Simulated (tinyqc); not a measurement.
Switching kinetics of a ferroelectric film and the memory window of a ferroelectric gate stack: one step, computed by the program tinyqc.

Fields in MV/cm; 1 microcoulomb/cm^2 over eps_0 is 11.29409 MV/cm. In the stack (metal, ferroelectric, interlayer, channel) the channel is taken as a conductor.

Task: Fields in the stack. Series stack: V = E_F t_F + E_I t_I and eps_I E_I = eps_F E_F + (1 - s) P/eps_0. Before switching P = -P_r, after it P = +P_s; in retention V = 0 and P = +P_r.

Inputs (values chosen for the exercise, for a model hafnia-based film): saturation polarisation P_s = 14 microcoulomb/cm^2; ratio P_r/P_s = 0.72; coercive field E_c = 0.72 MV/cm; permittivity of the ferroelectric eps_F = 23; thickness t_F = 15 nm; permittivity of the interlayer eps_I = 3.9; interlayer thickness t_I = 0.65 nm; share s of P screened by trapped charge = 0.91; pulse height V = 3.3 V; breakdown field of the interlayer = 10 MV/cm.

Give: E_F before switching; E_F after switching; E_I after switching; depolarising field in retention; depolarising field over E_c.

Result:

E_F before switching = 1.8429 MV/cm

E_F after switching = 1.6263 MV/cm

E_I after switching = 13.240 MV/cm

depolarising field in retention = 0.090673 MV/cm

depolarising field over E_c = 0.12593

Caution: the interlayer field exceeds its breakdown field, so charge injection would change the fields.
